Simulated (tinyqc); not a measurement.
# Changing the particle radius R

Model: a particle near a wafer in liquid: double-layer and van der Waals forces (DLVO), deposition barrier and removal. Computed by tinyqc, a small Python program. Command: `OMP_NUM_THREADS=1 python tinyqc.py 3111729 3111730 out.jsonl dlvo sweep`. One thread of a shared host (Intel(R) Xeon(R) Processor @ 2.30GHz), about 0.01 s of CPU time with the checks.

Sphere and flat wall, Derjaguin approximation, constant potentials in the linear-superposition form, no retardation and no hydration force.

Inputs (values chosen for the exercise, of the order of those for silica on silicon in water):

| quantity | value | unit |
|---|---|---|
| Hamaker constant A | 1.3e-20 | J |
| potential of the particle psi_1 | -42 | mV |
| potential of the wafer psi_2 | -56 | mV |
| salt concentration c | 0.001 | mol/L |
| valence z of the symmetric salt | 1 | - |
| temperature T | 323 | K |
| dielectric constant of the liquid | 69.9 | - |
| contact distance h0 | 0.3 | nm |
| contact radius over R | 0.17 | - |
| viscosity | 0.65 | mPa s |

Constants: e = 1.602176634e-19 C; N_A = 6.02214076e+23 1/mol; eps_0 = 8.8541878128e-12 F/m; k_B = 1.380649e-23 J/K; k_B = 8.617333262e-05 eV/K.

Method. kappa^2 = 2 z^2 e^2 N_A (1000 c)/(eps eps_0 k_B T); gamma_i = tanh(z e psi_i/(4 k_B T)); Z = 64 pi eps eps_0 (k_B T/(z e))^2 gamma_1 gamma_2. Adhesion F_a = A R/(6 h0^2) [1 + a^2/(R h0)] - kappa Z R exp(-kappa h0), a the contact radius. Drag in a shear flow F_d = 1.7 x 6 pi mu R^2 G, acting at 1.4 R; rolling starts when 1.4 R F_d = a F_a. Wall shear stress = mu G.

One run for each value:

| particle radius R (nm) | wall shear stress for rolling (Pa) | net adhesion F_a (pN) | kappa R |
|---|---|---|---|
| 5 | 25780 | 1.701e+02 | 5.292e-01 |
| 11 | 16512 | 5.272e+02 | 1.164e+00 |
| 22 | 12650 | 1.616e+03 | 2.328e+00 |
| 47 | 10596 | 6.177e+03 | 4.974e+00 |
| 100 | 9638 | 2.543e+04 | 1.058e+01 |
| 210 | 9193 | 1.070e+05 | 2.223e+01 |
| 450 | 8977 | 4.797e+05 | 4.763e+01 |
| 950 | 8878 | 2.114e+06 | 1.005e+02 |
| 2000 | 8831 | 9.321e+06 | 2.117e+02 |

Over the rows, wall shear stress for rolling (Pa) falls from 25800 to 8830 (exponent d ln y / d ln x -0.57 between the first rows and -0.0071 between the last); net adhesion F_a (pN) rises from 170 to 9.32e6 (exponent d ln y / d ln x 1.4 between the first rows and 2.0 between the last); kappa R rises from 0.529 to 212 (exponent d ln y / d ln x about 1.0 throughout). At the high end the exponent of wall shear stress for rolling is -0.01, close to 0: the flattened contact adds adhesion as R^2. The smallest particle needs 2.92 times the shear stress of the largest.

Caution (rows 5.00, 11.0, 22.0): kappa R is not large, so the Derjaguin approximation is only rough at gaps of the order of the Debye length.

Extremes, crossings and ranges named in words are read from the listed rows.
